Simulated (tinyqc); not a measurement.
# Undoped symmetric double-gate MOSFET, analytic potential model: transfer curve and volume inversion

An undoped body of thickness ts between two equal insulators and tied gates; long channel, electrons only, n = ni exp((psi - V)/Vt) with V the quasi-Fermi potential (0 at the source, Vd at the drain), constant mobility, no quantisation. Across the body psi(x) = V - 2 Vt ln[(ts/(2 beta)) sqrt(q ni/(2 eps0 eps_r Vt)) cos(2 beta x/ts)], x from the centre. Q is the electron charge per area of the whole body.

ni = sqrt(Nc Nv) exp(-Eg/(2 Vt)), Eg in volts; r = eps_r tox/(eox ts); V0 = dphi + 2 Vt ln[(2/ts) sqrt(2 eps0 eps_r Vt/(q ni))]. beta (between 0 and pi/2) solves (Vg - V0 - V)/(2 Vt) = ln(beta) - ln(cos beta) + 2 r beta tan(beta). Q = 8 eps0 eps_r Vt beta tan(beta)/ts; I = mu (1/L)(4 eps0 eps_r/ts)(2 Vt)^2 [g(beta_s) - g(beta_d)] per width, g = beta tan(beta) - beta^2/2 + r beta^2 tan^2(beta), with beta_s at V = 0 and beta_d at V = Vd. The drop is psi(surface) - psi(centre) at the source end; C = dQs/dVg, Cg = 2 eps0 eox/tox; gm = dI/dVg.

Values chosen for this exercise; material values those of a made-up semiconductor: temperature T = 273 K; band gap Eg = 1.23 eV; relative permittivity of the semiconductor eps_r = 14.5; conduction-band density of states at T Nc = 4.32e17 cm^-3; valence-band density of states at T Nv = 8.56e18 cm^-3; relative permittivity of the gate insulator eox = 7.74; insulator thickness tox = 2 nm; body thickness ts = 20 nm; gate work function less that of the intrinsic body dphi = 0.02 V; channel mobility mu = 200 cm^2/(V s); gate length L = 2 um; drain voltage Vd = 0.3 V.

Constants: q = 1.602176634e-19 C, kB = 1.380649e-23 J/K, Vt = kB T/q, eps0 = 8.8541878128e-14 F/cm where lengths are in cm. Results are converted to the units shown.

Results:
```
Vg (V)  Qs (nC/cm^2)  drop (mV)      C/Cg  I (uA/um)  gm/I (1/V)
0.3         4.031e-4   7.849e-5  2.500e-6   9.482e-7       42.51
0.47          0.5507     0.1071  0.003394   0.001300       42.37
0.56           20.15      3.816    0.1017    0.05288       38.10
0.65           179.3      27.88    0.4126     0.8026       22.34
0.74           506.1      58.04    0.6278      3.787       13.36
0.82           883.3      79.15    0.7386      9.294       9.457
0.91            1363      97.13    0.8110      19.09       6.699
1               1878      111.0    0.8545      31.85       4.814
```

Estimate the missing row, Vg = 0.39 V.

Computed row:
```
Vg (V)  Qs (nC/cm^2)  drop (mV)      C/Cg  I (uA/um)  gm/I (1/V)
0.39         0.01848   0.003599  1.146e-4   4.348e-5       42.50
```

With this row back in the table: The current rises from 9.48e-7 to 31.9 uA/um. In the first row gm/I is 42.5 1/V, within 0.01 % of 1/Vt: with no depletion charge the whole body follows the gate, and the swing is ideal. The drop between surface and centre goes from 7.8e-5 to 111 mV and passes Vt at Vg = 0.65 V among the rows; below that the density varies across the body by less than a factor of e (volume inversion). C reaches 0.85 of Cg in the last row. For Vg = 0.65 to 1 V the surface density at the source passes 0.3 Nc, where Boltzmann statistics fail.

Computed by the program tinyqc: `OMP_NUM_THREADS=1 python tinyqc.py 2440141 2440142 out.jsonl`, one thread of a shared Intel Xeon 2.30GHz, about 0.02 s for the whole run.
